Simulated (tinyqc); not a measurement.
Spectrum around the optical phonon: single-oscillator infrared dielectric function of a polar cubic crystal. Computed by tinyqc, a small Python program. Command: `OMP_NUM_THREADS=1 python tinyqc.py 3028333 3028334 out.jsonl infrared walk`. One thread of a shared host (Intel(R) Xeon(R) Processor @ 2.30GHz), about 0.01 s of CPU time with the checks.

One ion pair, charges +Z* and -Z*, in a cell of volume Omega = a^3/4. Frequencies omega are given as wavenumbers (1/cm); eps_s is the static dielectric constant.

Inputs (values chosen for the exercise, modelled on sodium chloride): lattice constant a = 5.64 angstrom; mass M_A = 22.99 u; mass M_B = 35.45 u; omega_TO = 164 1/cm; Born charge Z* = 1.11 e; eps_inf = 2.25; phonon damping gamma = 5.8 1/cm.

Structure: rock salt. Free carriers: absent.

Constants: nu for 1 eV/(angstrom^2 u) = 15.6333042 THz; 1 THz = 33.35640952 1/cm; e^2/(4 pi eps_0) = 14.39964548 eV angstrom.

Method:
- mu = M_A M_B/(M_A + M_B); ionic plasma term W^2 = 4 pi Z*^2 (e^2/(4 pi eps_0))/(Omega mu) in eV/(angstrom^2 u), turned into 1/cm by W = 15.6333042 x 33.35640952 x sqrt(W^2); omega_LO^2 = omega_TO^2 + W^2/eps_inf; eps_s = eps_inf + W^2/omega_TO^2; Szigeti charge 3 Z*/(eps_inf + 2); longitudinal (Callen) charge Z*/eps_inf.
- eps(omega) = eps_inf + W^2/(omega_TO^2 - omega^2 - i gamma omega); n + i k = sqrt(eps) with k >= 0; R = |(n + i k - 1)/(n + i k + 1)|^2 at normal incidence from vacuum.
- The loss function is Im(-1/eps).

omega_LO = 264.527 1/cm

W = 311.331 1/cm

Spectrum:
```
omega (1/cm)    Re eps     Im eps          R  Im(-1/eps)
82              7.0524    0.11323    0.20516   0.0022760
139             14.902     1.3466    0.34757   0.0060144
159             47.509     25.844    0.58885   0.0088354
164               2.25     101.90    0.75401   0.0098088
189            -8.5664     1.3436    0.90963    0.017869
214            -2.8564    0.33535    0.90276    0.040543
244           -0.71401    0.12851    0.83859     0.24417
265           0.015807   0.079253    0.42174      12.135
270            0.14551   0.071638    0.19403      2.7233
280            0.36993   0.059281   0.059475     0.42233
304            0.77172   0.039782  0.0043084    0.066622
397             1.5087   0.013058   0.010503   0.0057366
661             2.0136  0.0022101   0.030005  5.4508e-04
```

What follows from these numbers?

R peaks among these rows at 189 per cm with 0.91 and is lowest, 0.004, at 304; far above omega_LO it tends to ((sqrt(eps_inf) - 1)/(sqrt(eps_inf) + 1))^2 = 0.040. Im eps is largest at 164 and the loss function at 265: absorption marks the TO mode and the loss function the LO mode. Re eps is negative in some rows, where R averages 0.88.

Extremes, crossings and ranges named in words are read from the listed rows.
